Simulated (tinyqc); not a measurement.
Competing polymorphs of an oxide film: bulk, surface, grain-boundary, dopant and field terms. Changing the temperature T. Computed by tinyqc, a small Python program. Command: `OMP_NUM_THREADS=1 python tinyqc.py 3012014 3012015 out.jsonl polymorph sweep`. One thread of a shared host (Intel(R) Xeon(R) Processor @ 2.30GHz), about 0.01 s of CPU time with the checks.

Phases: monoclinic m (reference), polar orthorhombic o, tetragonal t. Free energies per formula unit (f.u.); 1 J/m^2 x angstrom^3/nm = 6.241509 meV.

Inputs (values chosen for the exercise, for a model oxide):

| quantity | value | unit |
|---|---|---|
| energy of the polar phase o over m | 83.2 | meV/f.u. |
| energy of the tetragonal phase t over m | 135 | meV/f.u. |
| entropy of o over m | 0.0087 | meV/(f.u. K) |
| entropy of t over m | 0.057 | meV/(f.u. K) |
| surface energy of m | 3.37 | J/m^2 |
| surface energy of o | 2.92 | J/m^2 |
| surface energy of t | 2.73 | J/m^2 |
| grain-boundary energy over surface energy | 0.61 | - |
| volume per formula unit Omega | 32.8 | angstrom^3 |
| film thickness h | 28 | nm |
| grain radius R | 12 | nm |
| dopant content x | 3.6 | % |
| shift of o per % of dopant | -5.6 | meV/f.u. |
| shift of t per % of dopant | -11 | meV/f.u. |
| width sigma of ln R | 0.29 | - |
| interlayer thickness (SiO2) | 1.2 | nm |

Geometry: columnar grains in a film.

permittivities of m, o, t: 18  30  34

Method:
- Bulk term b = H - T S + (shift) x, zero for m. The undoped bulk turns from m to t at T = H_t/S_t.
- Area per volume: A = 2/h + f_b/R (two free faces; the side wall 2/R is shared by two grains and carries f_b gamma); G = b + gamma Omega A.
- With G = b + gamma Omega A (b the bulk free energy per formula unit, A the area per volume), two phases i, j cross at A_ij = (b_j - b_i)/(Omega (gamma_i - gamma_j)); o has a window only if A_mo < A_ot.
- Grain radii are log-normal by volume with median R and width sigma; the share with A above A* is that with radius below R*, R* = f_b/(A* - 2/h) (all grains if A* <= 2/h), share = (1/2) erfc[-ln(R*/R)/(sqrt 2 sigma)]. Effective permittivity of a layer of thickness h built of such grains, taken in parallel: sum of share x eps; EOT = interlayer + 3.9 h/eps.

One run for each value:

| temperature T (K) | G(o) - G(m) (meV/f.u.) | G(t) - G(o) (meV/f.u.) | share of o | A_ot (1/nm) |
|---|---|---|---|---|
| 200 | 50.037 | 17.944 | 0 | 0.58359 |
| 350 | 48.732 | 10.699 | 0 | 0.39733 |
| 500 | 47.427 | 3.454 | 0 | 0.21107 |
| 650 | 46.122 | -3.791 | 0 | 0.02481 |
| 800 | 44.817 | -11.036 | 0 | -0.16145 |
| 950 | 43.512 | -18.281 | 0 | -0.34771 |
| 1100 | 42.207 | -25.526 | 0 | -0.53397 |
| 1250 | 40.902 | -32.771 | 0 | -0.72023 |
| 1400 | 39.597 | -40.016 | 0 | -0.90649 |

Over the rows, G(o) - G(m) (meV/f.u.) falls from 50.0 to 39.6; G(t) - G(o) (meV/f.u.) falls from 17.9 to -40.0; share of o does not change. G(t) - G(o) falls by 0.048 meV per kelvin, the entropy excess of t over o, and changes sign between 500 and 650 K: of these two phases t is the lower when hot and o when cold.

Caution (all rows): this is an equilibrium ranking; real films often keep the phase that nucleates first on cooling from t.

Extremes, crossings and ranges named in words are read from the listed rows.
